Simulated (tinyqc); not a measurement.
# Landau-Devonshire theory of a uniaxial ferroelectric, step by step

A worked calculation. Computed by tinyqc, a small Python program that keeps every step. Command: `OMP_NUM_THREADS=1 python tinyqc.py 3010031 3010032 out.jsonl ferro walk`. One thread of a shared host (Intel(R) Xeon(R) Processor @ 2.30GHz), about 0.01 s of CPU time with the checks. Intermediate numbers are printed to about 5 digits and carried at full precision; extremes and crossings named in words are read from the listed rows.

G(P) = (alpha/2) P^2 + (beta*/4) P^4 + (gamma/6) P^6 - E P per volume, SI units, one domain, P along the polar axis, which is normal to the film.

Inputs (values chosen for the exercise, modelled on barium titanate):
```
quantity                           value             unit
alpha_0                           648000      J m/(C^2 K)
Curie-Weiss temperature T0           381                K
beta                           -8.43e+08        J m^5/C^4
gamma                            1.7e+10        J m^9/C^6
temperature T                        348                K
misfit strain u_m                 -0.003                -
electrostriction Q12              -0.043          m^4/C^2
compliance s11 + s12             5.6e-12            m^2/N
applied field E                       26             MV/m
film thickness d                     4.1               nm
screening length lambda            0.022               nm
background permittivity eps_b         10                -
gradient coefficient g           8.9e-11        J m^3/C^2
series capacitance C_d                 2  microfarad/cm^2
start of Newton steps P0/Ps            1                -
```

Sample: epitaxial film.

Constants: eps_0 = 8.8541878128e-12 F/m.

## Coefficients at T

alpha = alpha_0 (T - T0*), with clamping: T0* = T0 + 4 Q12 u_m/(alpha_0 (s11 + s12)), beta* = beta + 4 Q12^2/(s11 + s12).

T0* = 523.20 K

alpha = -1.1353e+08 J m/C^2

beta* = 4.7771e+08 J m^5/C^4

Compression raises T0 by 142 K. beta* > 0: the transition is of second order, although the free crystal has a first-order one.

## Spontaneous polarisation, susceptibility, coercive field

Ps^2 = [-beta* + sqrt(beta*^2 - 4 alpha gamma)]/(2 gamma). chi = 1/(eps_0 G''), G'' = alpha + 3 beta* P^2 + 5 gamma P^4 at Ps. Ps, chi and the coercive field are for perfect screening, without a depolarising field. The intrinsic coercive field is |alpha P + beta* P^3 + gamma P^5| at the P_c where G'' = 0. 1 C/m^2 = 100 microcoulomb/cm^2.

spontaneous polarisation Ps = 26.243 microcoulomb/cm^2

susceptibility chi = 290.85

well depth G(Ps) = -2.4173 MJ/m^3

P_c = 17.052 microcoulomb/cm^2

intrinsic coercive field = 14.539 MV/m

P_c/Ps = 0.650, above the 0.577 of a quartic well, as the sixth-order term matters. Real switching runs by domain nucleation at far lower fields.

## Polarisation in the field by Newton steps

Solve G'(P) = alpha P + beta* P^3 + gamma P^5 - E = 0 by P(new) = P - G'/G'' from P0; stop when the step is below 1e-11 C/m^2 (G' under 1e-6 MV/m is shown as 0).

Newton steps:
```
step  P (microcoulomb/cm^2)    G' (MV/m)  G'' (MJ m/C^2)
1                    26.243  -2.6000e+01           388.3
2                    32.938   1.9589e+01          1042.5
3                    31.059   2.1897e+00           815.7
4                    30.791   3.9585e-02           786.4
5                    30.786   1.3691e-05           785.8
6                    30.786            0           785.8
```

P at the end of the steps = 30.786 microcoulomb/cm^2

1/(eps_0 G'') there = 143.72

The linear estimate Ps + eps_0 chi E gives 32.938; the field lowers chi by 50.6 %.

## The 180-degree wall

With the term (g/2) (dP/dx)^2, (g/2) P'^2 = G(P) - G(Ps) across the wall: energy = int_(-Ps)^(Ps) sqrt(2 g [G(P) - G(Ps)]) dP (40 Gauss-Legendre points); width = 2 Ps over the slope at P = 0, sqrt(2 |G(Ps)|/g). Elastic coupling inside the wall is left out.

wall energy = 7.5256 mJ/m^2

wall width = 2.2519 nm

## A capacitor with imperfect screening

Between shorted electrodes with screening length lambda each, the depolarising field is -k P, k = 2 lambda/(eps_0 (d + 2 lambda eps_b)), so alpha turns into alpha + k. The polar state is the lowest uniform state while alpha + k < 0 (beta* > 0) or < 3 beta*^2/(16 gamma) (beta* < 0); setting the equality gives the critical thickness d_c.

depolarising coefficient k = 1.0946e+09 J m/C^2

polarisation of the film = 0 microcoulomb/cm^2

size of the depolarising field = 0 MV/m

critical thickness d_c = 43.333 nm

The film is thinner than d_c, so the uniform polar state is not the lowest one; a real film may break into domains or be non-polar.

## Thickness series

Domains are left out, though they can pre-empt both the loss of P and the state at P = 0. The second and third columns are for the shorted capacitor, polar only where it is the lowest uniform state: alpha + k < 0 (beta* > 0) or < 3 beta*^2/(16 gamma) (beta* < 0). The last column is another circuit, the film in series with C_d at P = 0: 1/C = (alpha d)/(1 + alpha eps_0 eps_b) + 1/C_d, and P = 0 is locally stable while 1/C > 0; a dash marks the rest.

Against thickness:
```
d (nm)  P (microcoulomb/cm^2)  depolarising field (MV/m)  C of the stack / C_d
1                       0.000                      0.000                1.0023
2                       0.000                      0.000                1.0046
3                       0.000                      0.000                1.0069
5                       0.000                      0.000                1.0116
8                       0.000                      0.000                1.0187
15                      0.000                      0.000                1.0356
30                      0.000                      0.000                1.0739
60                     17.636                     14.501                1.1596
150                    23.702                      7.829                1.5245
```

The polar state appears between 30 and 60 nm (d_c = 43.3 nm), and at 150 nm P is 90.3 % of Ps. The stack exceeds C_d wherever it is stable, up to 1.52 times: the ferroelectric held at P = 0 acts as a negative capacitance.

Checks made by the program: Ps against a numerical root of G'(P)/P (relative difference below 1e-10).
